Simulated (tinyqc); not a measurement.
Sputter depth profiling of a dopant layer: erosion rate, quantification and the mixing-roughness response: one step, computed by the program tinyqc. Command: `OMP_NUM_THREADS=1 python tinyqc.py 3013663 3013664 out.jsonl sims walk`. One thread of a shared host (Intel(R) Xeon(R) Processor @ 2.30GHz), about 0.07 s of CPU time with the checks.

A rastered ion beam erodes silicon (49.94 atoms per nm^3). The measured profile is the true one convolved with a depth response.

Task: Measured shape. Mixing alone turns a layer at z0 into (1/w) exp(-(z - z0 + w)/w) for z > z0 - w; roughness adds a Gaussian of width sigma. With x = z - z0 + w: g(x) = (1/(2w)) exp(sigma^2/(2 w^2) - x/w) erfc((sigma/w - x/sigma)/sqrt2), and its integral G(x) = (1/2) erfc(-x/(sigma sqrt2)) - w g(x). Measured: C [G(x) - G(x - b)]. Find the maximum, the full width at half maximum and the deep point where the profile falls to C_B; far down, the trailing edge decays by w ln(10) per decade.

Inputs (values chosen for the exercise, modelled on a dopant in silicon under an oxygen or caesium beam):

| quantity | value | unit |
|---|---|---|
| roughness sigma | 0.62 | nm |
| depth of the top edge z0 | 51 | nm |
| box width b | 2.4 | nm |
| box concentration C | 2.9e+18 | 1/cm^3 |
| level that defines the junction C_B | 4e+16 | 1/cm^3 |

True profile: box.

mixing length w = 2.129789 nm

Give: depth of the maximum; peak concentration; full width at half maximum; apparent junction depth; trailing slope.

Result:

depth of the maximum = 51.168 nm

peak concentration = 1.6404e+18 1/cm^3

full width at half maximum = 3.6006 nm

apparent junction depth = 59.650 nm

trailing slope = 4.9040 nm/decade

The true deep edge lies at 53.4 nm, so the junction appears 6.25 nm too deep. The peak reaches 56.6 % of the true concentration.
